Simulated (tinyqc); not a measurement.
Changing the coupling lambda_1: critical temperature from a phonon spectrum: McMillan, Allen-Dynes and the linearised Eliashberg equation. Computed by tinyqc, a small Python program. Command: `OMP_NUM_THREADS=1 python tinyqc.py 3003997 3003998 out.jsonl eliashberg sweep`. One thread of a shared host (Intel(R) Xeon(R) Processor @ 2.30GHz), about 0.01 s of CPU time with the checks.

alpha^2 F(omega) = sum_i (lambda_i omega_i/2) delta(omega - omega_i), so that lambda = 2 int alpha^2 F/omega d omega = sum_i lambda_i.

Inputs (values chosen for the exercise, for a model metal): peak energy omega_1 = 6.91 meV; Coulomb pseudopotential mu* = 0.08.

Peaks in alpha^2 F: one.

Constants: k_B = 8.617333262e-05 eV/K.

Method:
- omega_log = exp(sum lambda_i ln omega_i / lambda); omega_rms = sqrt(sum lambda_i omega_i^2 / lambda).
- McMillan form: k_B T_c = (omega_log/1.2) exp[-1.04 (1 + lambda)/(lambda - mu* (1 + 0.62 lambda))]. Allen-Dynes multiplies it by f1 f2: f1 = [1 + (lambda/L1)^(3/2)]^(1/3), L1 = 2.46 (1 + 3.8 mu*); f2 = 1 + (omega_rms/omega_log - 1) lambda^2/(lambda^2 + L2^2), L2 = 1.82 (1 + 6.3 mu*) omega_rms/omega_log.
- Linearised Eliashberg equation at omega_n = (2n + 1) pi k_B T, n = 0..N-1: lambda(j) = sum_i lambda_i omega_i^2/(omega_i^2 + (2 pi j k_B T)^2); K_mn = lambda(m - n) + lambda(m + n + 1) - 2 mu*(N) - delta_mn [2m + 1 + lambda(0) + 2 sum_(j=1..m) lambda(j)], with 1/mu*(N) = 1/mu* + ln(omega_rms/omega_N), omega_N = (2N + 1) pi k_B T. T_c is where the largest eigenvalue rho of K is zero.
- N is the smallest integer at or above 8 omega_max/(2 pi k_B T_AD), omega_max the highest peak and T_AD the Allen-Dynes value.

One run for each value:
```
coupling lambda_1  T_c, Eliashberg (K)  omega_log (meV)  T_c, Allen-Dynes (K)  T_c, McMillan form (K)  lambda
0.685                            3.170             6.91                 3.204                   3.105   0.685
0.922                            5.681             6.91                 5.695                   5.429   0.922
1.240                            8.621             6.91                 8.612                   8.015   1.240
1.670                           11.825             6.91                11.775                  10.587   1.670
2.250                           15.267             6.91                15.090                  12.936   2.250
3.030                           18.993             6.91                18.581                  14.955   3.030
4.070                           23.080             6.91                22.331                  16.612   4.070
5.480                           27.707             6.91                26.550                  17.955   5.480
```

Describe and explain the trends.

Over the rows, T_c, Eliashberg (K) rises from 3.17 to 27.7 (exponent d ln y / d ln x 2.0 between the first rows and 0.61 between the last); omega_log (meV) does not change; T_c, Allen-Dynes (K) rises from 3.20 to 26.5 (exponent d ln y / d ln x 1.9 between the first rows and 0.58 between the last). McMillan/Eliashberg goes from 0.98 to 0.65.

Caution (rows 1.67, 2.25, 3.03, 4.07, 5.48): for lambda above about 1.5 the plain McMillan form saturates and falls short.

Extremes, crossings and ranges named in words are read from the listed rows.
